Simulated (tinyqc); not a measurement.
Ballistic conductance of a ribbon with a Dirac band by counting modes: one step of the calculation.

Subband edges E_n = hbar v pi |n + al|/W for all integers n (the walls mix the two valleys, so no further valley factor enters); only conduction subbands count, the valence ones being far below Ef. Every mode transmits fully; spin gives the factor 2 in 2 q^2/h.

Problem. Subband edges and their occupation. List the edges below Et; each adds its degeneracy times f = 1/(1 + exp((E_n - Ef)/Vt)) to the thermal mode count.

Values chosen for this exercise: temperature T = 4 K; Dirac velocity v = 8.8e5 m/s; offset of the transverse quantisation al = 0.25; Fermi energy above the Dirac point Ef = 0.173 eV; width W = 34 nm; highest subband edge listed Et = 0.216 eV.

Constants: q = 1.602176634e-19 C, kB = 1.380649e-23 J/K, hbar = 1.054571817e-34 J s, Vt = kB T/q. Results are converted to the units shown.

Find: edge; degeneracy; f.

Solution.

edge, mode 0 to -4 (eV): [0.01338, 0.04014, 0.06690, 0.09366, 0.12042, 0.14718, 0.17394, 0.20070]
degeneracy, mode 0 to -4: [1, 1, 1, 1, 1, 1, 1, 1]
f, mode 0 to -4: [1.0000, 1.0000, 1.0000, 1.0000, 1.0000, 1.0000, 0.0612, 0.0000]

Numbers from tinyqc (`OMP_NUM_THREADS=1 python tinyqc.py 2740002 2740003 out.jsonl`; about 0.03 s on one thread of a shared Intel Xeon 2.30GHz).
